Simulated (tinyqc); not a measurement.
# Space-charge-limited current with shallow traps, step by step

Computed by the program tinyqc: `OMP_NUM_THREADS=1 python tinyqc.py 2370024 2370025 out.jsonl`, one thread of a shared Intel Xeon 2.30GHz, about 0.01 s for the whole run. Printed values are rounded.

One carrier type, drift only, an injecting contact at x = 0 (zero field) and thickness L. The share th = y/(1 + y), y = (Nc/Nt) exp(-Et/kB T), of the injected charge is free: J = q mu n F, eps0 eps_r dF/dx = q (n - n0)/th.

Inputs (values chosen for the exercise): temperature T = 250 K; relative permittivity eps_r = 6.7; mobility mu = 0.0011 cm^2/(V s); thickness L = 1200 nm; band density of states Nc = 1.3e20 cm^-3; trap density Nt = 3.6e16 cm^-3; trap depth Et = 0.47 eV; free carrier density in equilibrium n0 = 1.7e8 cm^-3; voltage V = 4.3 V.

Constants: q = 1.602176634e-19 C, kB = 1.380649e-23 J/K, Vt = kB T/q, eps0 = 8.8541878128e-14 F/cm where lengths are in cm. Results are converted to the units shown.

Range of the model: Diffusion and a field-dependent mobility are left out. With injecting contacts the diffusion current, about 4 pi^2 Vt th eps0 eps_r mu V/L^3, equals the Mott-Gurney current at V = 35 kB T/q (0.9 V at 300 K), so the drift-only result needs V well above that.

## Limits and characteristic voltages

Ohmic J = q n0 mu V/L; Mott-Gurney J = (9/8) th eps0 eps_r mu V^2/L^3; they cross at Vx = 8 q n0 L^2/(9 th eps0 eps_r); traps fill at V_TFL = q Nt L^2/(2 eps0 eps_r).

th = 1.21020e-6
ohmic J = 1.07359e-9 A/cm^2
Mott-Gurney J = 9.50647e-9 A/cm^2
Vx = 0.485611 V
V_TFL = 70.0038 V

## The exact current

Exact: with u = n0/n(L), w = -u - ln(1 - u) and v = -u - u^2/2 - ln(1 - u), V = (q n0 L^2/(th eps0 eps_r)) v/w^2 and J = q^2 n0^2 mu L/(th eps0 eps_r w). v/w^2 falls steadily with u, so u follows by bisection.

v/w^2 = 7.87096
u = 0.153900
w = 0.0132177
J = 1.03195e-8 A/cm^2
exit field over V/L = 1.47930

J is 2.5 % below the plain sum of the two limits; the exit field lies between the ohmic 1 and the Mott-Gurney 1.5.
